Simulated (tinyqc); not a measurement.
Oxide trap near a transistor channel: two-state multiphonon kinetics, telegraph noise and bias instability: one step, computed by the program tinyqc. Command: `OMP_NUM_THREADS=1 python tinyqc.py 3031991 3031992 out.jsonl oxidetrap walk`. One thread of a shared host (Intel(R) Xeon(R) Processor @ 2.30GHz), about 0.01 s of CPU time with the checks.

An n-channel device under positive gate bias. The trap is empty (state 1) or holds an electron (state 2); both states are parabolas of equal curvature, and the electron reservoir is taken at the Fermi level of the channel.

Problem. Barriers and time constants. E_21 = E_t - e F x is the energy of state 2 over state 1; barriers E_c = (E_R + E_21)^2/(4 E_R), E_e = E_c - E_21; tau_c = exp(E_c/k_B T)/(k_0 P), tau_e = exp(E_e/k_B T)/(k_0 P), P the tunnelling factor; occupation f_2 = tau_e/(tau_c + tau_e); 1/tau_0 = 1/tau_c + 1/tau_e.

Inputs (values chosen for the exercise, with an insulator like SiO2 on silicon):
```
quantity                                value   unit
trap depth x from the interface             1     nm
trap level above E_F at zero field E_t   0.79     eV
relaxation energy E_R                     1.8     eV
oxide field F                               6  MV/cm
attempt rate k_0 at the interface       6e+12    1/s
temperature T                             300      K
```

Parts treated: one trap.

tunnelling factor = 1.438654e-05

Constants: k_B = 8.617333262e-05 eV/K.

Give: E_21; capture barrier E_c; emission barrier E_e; capture time tau_c; emission time tau_e; occupation f_2; tau_0.

Solution.

E_21 = 0.19 eV

capture barrier E_c = 0.5500 eV

emission barrier E_e = 0.3600 eV

capture time tau_c = 20.12 s

emission time tau_e = 0.01294 s

occupation f_2 = 6.425e-04

tau_0 = 0.01293 s

The trap is almost always empty at this bias.
